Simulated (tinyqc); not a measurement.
# Worked calculation: metal gate on a two-layer dielectric stack with fixed charge and a dipole

Computed by the program tinyqc: `OMP_NUM_THREADS=1 python tinyqc.py 2010041 2010042 out.jsonl`, one thread of a shared Intel Xeon 2.30GHz, about 0.01 s for the whole run. Printed values are rounded.

Gate, layer 2, layer 1, p-type semiconductor; x runs from the gate inwards. Charges are counted in units of +q. psi is the band bending at the surface, positive towards inversion. Classical charge, Boltzmann statistics, no interface traps.

Parameters, values chosen for the exercise; band and dielectric values close to those of silicon, layer 1 close to silicon dioxide, layer 2 close to hafnium oxide: temperature T = 300 K; band gap Eg = 1.13 eV; relative permittivity eps_r = 11.7; conduction-band density of states at T Nc = 2.75e19 cm^-3; valence-band density of states at T Nv = 2.62e19 cm^-3; electron affinity chi = 4.01 eV; acceptor density Na = 1.1e16 cm^-3; work function of the gate metal pM = 4.18 eV; thickness of layer 1, next to the semiconductor t1 = 1 nm; relative permittivity of layer 1 e1 = 3.76; thickness of layer 2, next to the gate t2 = 5.9 nm; relative permittivity of layer 2 e2 = 22.5; fixed charge at the semiconductor interface Q1 = 1.8e12 cm^-2; fixed charge between the layers Q2 = 3.7e12 cm^-2; uniform charge density in layer 1 r1 = 7.8e18 cm^-3; uniform charge density in layer 2 r2 = 2.2e18 cm^-3; flat-band shift by a dipole layer between the layers Vd = 0 V; band bending psi of the working point ps = 0.825 V.

Constants: q = 1.602176634e-19 C, kB = 1.380649e-23 J/K, Vt = kB T/q, eps0 = 8.8541878128e-14 F/cm where lengths are in cm. Results are converted to the units shown.

## Equivalent thickness and work-function difference

EOT = 3.9 (t1/e1 + t2/e2), Cox = eps0/(t1/e1 + t2/e2); phi_ms = pM - (chi + Eg - Vt ln(Nv/Na)).

EOT = 2.05990 nm
Cox = 1.67636 uF/cm^2
share of layer 1 in the EOT = 50.3536 %
phi_ms = -0.758985 V

## Flat-band voltage, term by term

EOT = 3.9 (t1/e1 + t2/e2), Cox = eps0/(t1/e1 + t2/e2); phi_ms = pM - (chi + Eg - Vt ln(Nv/Na)). Vfb = phi_ms + Vd - (q/eps0) [Q1 (t1/e1 + t2/e2) + Q2 t2/e2 + r1 (t1^2/(2 e1) + t1 t2/e2) + r2 t2^2/(2 e2)]: each charge counts with its electrical distance from the gate.

terms (V): phi_ms -0.758985, dipole 0.000000, Q1 -0.172035, Q2 -0.175563, r1 -0.055779, r2 -0.030795
Vfb = -1.19316 V

Apart from phi_ms the largest term is that of Q2, -176 mV; all charges and the dipole together move Vfb by -434 mV.

## Threshold voltage

ni = sqrt(Nc Nv) exp(-Eg/(2 Vt)), Eg in volts, pB = Vt ln(Na/ni), Vth = Vfb + 2 pB + sqrt(4 q eps0 eps_r Na pB)/Cox.

ni = 8.65436e9 cm^-3
pB = 0.363359 V
depletion charge = 0.0515130 uC/cm^2
Vth = -0.435710 V

## Charge in the semiconductor

ni = sqrt(Nc Nv) exp(-Eg/(2 Vt)), Eg in volts. Qs = -sign(psi) sqrt(2 q eps0 eps_r Na Vt [exp(-u) + u - 1 + (ni/Na)^2 (exp(u) - u - 1)]), u = psi/Vt.

Qs = -0.0845287 uC/cm^2

The surface is in strong inversion: psi exceeds 2 Vt ln(Na/ni) = 0.727 V.

## Fields and voltage drops

Gauss: D = -Qs just inside the semiconductor; going towards the gate subtract q Q1, then q r1 t1, q Q2 and q r2 t2. Field = D/(eps0 e); the drop over a layer is its mean field times its thickness; Vg = phi_ms + Vd + psi + both drops.

```
place                        D (uC/cm^2)  field (MV/cm)
layer 2, gate side              -1.12960      -0.567014
layer 2, inner side             -0.92164      -0.462625
layer 1, outer side             -0.32883      -0.987731
layer 1, semiconductor side     -0.20386      -0.612353
semiconductor surface            0.08453       0.081596
```

drop over layer 2 = -0.303744 V
drop over layer 1 = -0.0800042 V
Vg = -0.317732 V

The same Vg follows from Vfb + psi - Qs/Cox. The largest field, 0.988 MV/cm in size, is at: layer 1, outer side.
